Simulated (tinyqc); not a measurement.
Worked calculation: gated graphene: carriers, quantum capacitance and optical conductivity. Values are carried at full precision from step to step, so a last printed digit may differ when a step is redone from the rounded ones.

Cones E = +/- hv |k|, four flavours, D(E) = 2|E|/(pi hv^2). n = (2/pi)(kT/hv)^2 F_1(mu/kT), p = (2/pi)(kT/hv)^2 F_1(-mu/kT), in 1/angstrom^2 (1e16 for 1/cm^2); F_1(eta) = integral_0^infinity x dx/(1 + exp(x - eta)). Cq/e^2 = d(n - p)/d mu = (2 kT/(pi hv^2)) ln(2 + 2 cosh(mu/kT)).

Gate: V = mu/e + e (n - p)/Cox with Cox/e^2 = k/(4 pi e2 t), t in angstrom, e2 = e^2/(4 pi eps0); 1/(eV angstrom^2) in C/e^2 equals 1602.176634 microfarad/cm^2; total 1/C = 1/Cox + 1/Cq.

Constants: kB = 8.617333262e-05 eV/K; e^2/(4 pi eps0) = 14.39964547 eV angstrom; fine-structure constant alpha = 0.007297352564.

Values chosen for the exercise (Fermi velocity near that of graphene, gate dielectric near hBN; the results hold for these values, not for the real material):
- hv = 6.75 eV angstrom (hbar vF)
- T = 150 K
- k = 3.35 (dielectric constant of the gate layer)
- t = 10 nm (its thickness)
- V = 0.75 V (gate voltage from the neutrality point)
- E = 0.345 eV (photon energy)
- Gm = 2 meV (intraband damping)

## Chemical potential at the gate voltage

Solve the gate equation for mu.

Cox = 0.2966 microfarad/cm^2
mu = 0.1264 eV
n = 1.15e+12 1/cm^2
p = 1.32e+06 1/cm^2

mu takes 16.9 % of the gate voltage; the zero-temperature rule |mu| = hv sqrt(pi |n - p|) gives 0.1286 eV.

## Quantum capacitance

1/(eV angstrom^2) in C/e^2 equals 1602.176634 microfarad/cm^2; 1/C = 1/Cox + 1/Cq.

Cq = 2.830 microfarad/cm^2
C = 0.2685 microfarad/cm^2
Cq at mu = 0 = 0.4011 microfarad/cm^2

C is 0.905 of Cox.

## Optical conductivity at one energy

Conductivity over sigma0 = e^2/(4 hbar): interband Re = sinh(E/2kT)/(cosh(mu/kT) + cosh(E/2kT)); intraband Re = (8 kT/pi) ln(2 cosh(mu/2kT)) Gm/(E^2 + Gm^2). A free sheet absorbs about pi alpha_f Re(sigma/sigma0), alpha_f the fine-structure constant (alpha among the constants).

Evaluate both parts and the absorption.

interband = 0.9725
intraband = 0.0027
absorption = 2.236 %

E is above 2|mu| = 0.2528 eV; at this temperature interband transitions are mostly open; the universal value is pi alpha_f = 2.293 %.

## Checks

- Cq/e^2 against the finite difference of n - p (1/(eV angstrom^2)): both 0.001766.

tinyqc: `OMP_NUM_THREADS=1 python tinyqc.py 1681644 1681645 out.jsonl`; about 0.01 s, one thread, shared Intel(R) Xeon(R) Processor @ 2.30GHz.
